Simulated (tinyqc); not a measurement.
# Trap density from one capacitance

Question. Traps spread evenly through the insulator exchange electrons with the semiconductor by tunnelling, with tau(x) = t0 exp(2 ka x) at depth x from the interface. The admittance per area Y seen at depth x obeys dY/dx = -Y^2/(i w eps0 eox) + q Nb ln(1 + i w tau)/tau, with Y(0) = i w Cs and w = 2 pi f; the gate sees Y(tox) = G + i w C. Working variable y = Y/(i w), in uF/cm^2. Cox = eps0 eox/tox. Find Nb and G/w.

Inputs (values chosen for the exercise):
```
symbol  value     unit                                               meaning
eox      3.92                         relative permittivity of the insulator
tox       9.8       nm                                   insulator thickness
Cs        7.8  uF/cm^2             semiconductor capacitance in accumulation
ka        4.1     1/nm  decay constant of the wave function in the insulator
t0       1e-9        s              time constant of a trap at the interface
f       10000       Hz                                             frequency
```

Constants: q = 1.602176634e-19 C, eps0 = 8.8541878128e-14 F/cm where lengths are in cm. Results are converted to the units shown.

C = 0.34336472 uF/cm^2

Solution. C rises steadily with Nb, so one density matches; in practice ka and t0 must come from the frequency dependence.

Nb = 1.800e19 cm^-3 eV^-1
G/w = 0.001434 uF/cm^2

Numbers from tinyqc (`OMP_NUM_THREADS=1 python tinyqc.py 2202052 2202053 out.jsonl`; about 0.8 s on one thread of a shared Intel Xeon 2.30GHz).
